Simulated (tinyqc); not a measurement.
Film, cylinder and sphere at the same misfit: thermal stress, cracking, delamination and buckling of a thin film; Griffith cracks and misfitting inclusions. Computed by tinyqc, a small Python program. Command: `OMP_NUM_THREADS=1 python tinyqc.py 3024114 3024115 out.jsonl filmcrack walk`. One thread of a shared host (Intel(R) Xeon(R) Processor @ 2.30GHz), about 0.01 s of CPU time with the checks.

Isotropic linear elasticity; the substrate is much thicker than the film; stress is positive in tension.

Inputs (values chosen for the exercise, modelled on an aluminium film on silicon):
```
quantity                       value        unit
film Young's modulus E            68         GPa
film Poisson ratio nu           0.37           -
film expansion alpha_f          22.9      1e-6/K
substrate expansion alpha_s      3.1      1e-6/K
deposition temperature T_d       675           K
final temperature T              300           K
intrinsic stress                 -94         MPa
film thickness h                0.35  micrometre
substrate Young's modulus E_s    136         GPa
substrate Poisson ratio nu_s    0.24           -
```

Method. Thermal strain = (alpha_f - alpha_s)(T_d - T); stress = E/(1 - nu) x strain + intrinsic stress; plane-strain modulus Ebar = E/(1 - nu^2); G0 = stress^2 h/(2 Ebar) is the energy freed per area when a long strip loses its stress across its width. Thermal misfit e alone, mean stress = trace/3 and largest difference of principal stresses inside. Film: E e/(1 - nu) in two directions, 0 in the third. Cylinder: s0 = (1 + nu) e/[(1 + nu)(1 - 2 nu)/E + (1 + nu_s)/E_s] twice and s_zz = E e + 2 nu s0. Sphere: e/[(1 - 2 nu)/E + (1 + nu_s)/(2 E_s)] three times.

thermal strain = 0.007425

Stresses inside (MPa):
```
shape         s1      s2      s3    mean  largest difference
film      801.43  801.43     0.0  534.29              801.43
cylinder  708.58  708.58  1029.2  815.47              320.67
sphere    885.79  885.79   885.8  885.79                0.00
```

What follows from these numbers?

The mean stress in size is 534 MPa in the film, 815 in the cylinder and 886 in the sphere, while the largest difference, twice the largest shear stress, goes from 801 through 321 to 0. In a ductile solid shear can relax by slip and hydrostatic stress cannot, so a confined metal builds up the triaxial stress that opens voids.

Extremes, crossings and ranges named in words are read from the listed rows.
